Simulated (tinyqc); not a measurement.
Reverse leakage of an n+-p junction: diffusion, generation, trap-assisted and band-to-band tunnelling: leakage components against the reverse bias.

One-sided abrupt junction in the depletion approximation, x from the junction (0) to W on the p side, field F = F0 (1 - x/W). Flat quasi-Fermi levels, long p side. Traps generate through SRH with both lifetimes shortened by 1 + Gamma (Hurkx enhancement, form for moderate fields); band-to-band generation is local and needs a total bending above Eg.

ni = sqrt(Nc Nv) exp(-Eg/(2 Vt)), Eg in volts; Vbi = Vt ln(Na Nd/ni^2); W = sqrt(2 eps0 eps_r (Vbi + VR)/(q Na)); F0 = 2 (Vbi + VR)/W; FG = sqrt(24 mt m0 (kB T)^3)/(q hbar); J_diff = q ni^2 sqrt(Dn/tau)(1 - exp(-VR/Vt))/Na. u = (Vbi + VR)(1 - x/W)^2, p = Na exp(-u/Vt), n = Nd exp((u - Vbi - VR)/Vt); G0 = ni^2 (1 - exp(-VR/Vt))/(tau (n + p + 2 ni cosh(Et/Vt))); Gamma = 2 sqrt(3 pi)(F/FG) exp((F/FG)^2); trap-assisted part G0 Gamma; G_bb = Ab F^2.5 exp(-Bb/F) with F in V/cm, zero unless Vbi + VR > Eg. Currents are q times the integrals over 0 to W; J_bb under 1e-8 of J is printed as 0; rows with F0/FG above 2.2, beyond the range of this Gamma, are left out.

Inputs (values chosen for the exercise); band and dielectric values close to those of In0.53Ga0.47As:

| symbol | value | unit | meaning |
|---|---|---|---|
| T | 300 | K | temperature |
| Eg | 0.744 | eV | band gap |
| eps_r | 14.1 |  | relative permittivity |
| Nc | 2.1e17 | cm^-3 | conduction-band density of states at T |
| Nv | 7.71e18 | cm^-3 | valence-band density of states at T |
| Na | 8e16 | cm^-3 | acceptor density of the lighter side |
| Nd | 5e19 | cm^-3 | donor density of the heavier side |
| tau | 3e-7 | s | SRH lifetime of both carriers at zero field |
| Et | -0.13 | eV | trap level above the intrinsic level |
| mt | 0.047 | m0 | tunnelling mass |
| Dn | 6.3 | cm^2/s | electron diffusion coefficient on the lighter side |
| Ab | 1.2e16 | cm^-0.5 V^-2.5 s^-1 | band-to-band prefactor |
| Bb | 6.27e6 | V/cm | band-to-band field constant |

Constants: q = 1.602176634e-19 C, kB = 1.380649e-23 J/K, hbar = 1.054571817e-34 J s, m0 = 9.1093837015e-31 kg, Vt = kB T/q, eps0 = 8.8541878128e-14 F/cm where lengths are in cm. Results are converted to the units shown.

Leakage components against the reverse bias:
```
VR (V)	F0 (kV/cm)	F0/FG	J_diff (A/cm^2)	J_SRH (A/cm^2)	J_TAT (A/cm^2)	J_bb (A/cm^2)	J (A/cm^2)	largest part
0.2	141	0.881	4.71e-9	1.35e-8	6.14e-8	0	7.96e-8	trap-assisted tunnelling
0.5	161	1.01	4.71e-9	1.94e-8	1.16e-7	9.63e-14	1.40e-7	trap-assisted tunnelling
0.8	179	1.12	4.71e-9	2.45e-8	1.85e-7	7.71e-12	2.14e-7	trap-assisted tunnelling
1.1	196	1.22	4.71e-9	2.90e-8	2.72e-7	2.12e-10	3.06e-7	trap-assisted tunnelling
1.4	211	1.32	4.71e-9	3.30e-8	3.84e-7	2.93e-9	4.25e-7	trap-assisted tunnelling
1.7	225	1.41	4.71e-9	3.68e-8	5.26e-7	2.51e-8	5.92e-7	trap-assisted tunnelling
2	238	1.49	4.71e-9	4.02e-8	7.06e-7	1.52e-7	9.04e-7	trap-assisted tunnelling
2.3	251	1.57	4.71e-9	4.35e-8	9.36e-7	7.14e-7	1.70e-6	trap-assisted tunnelling
2.6	263	1.64	4.71e-9	4.66e-8	1.23e-6	2.73e-6	4.01e-6	band-to-band tunnelling
```

J rises from 7.96e-8 to 4.01e-6 A/cm^2. Trap-assisted tunnelling leads at VR = 0.2, band-to-band tunnelling from 2.6 on. The ratio J_TAT/J_SRH goes from 4.56 to 26.4 as F0/FG goes from 0.881 to 1.64.

Range of the model: The n+ side is degenerate, so Vbi from Boltzmann statistics is only a guide.

Numbers from tinyqc (`OMP_NUM_THREADS=1 python tinyqc.py 2290063 2290064 out.jsonl`; about 0.01 s on one thread of a shared Intel Xeon 2.30GHz).
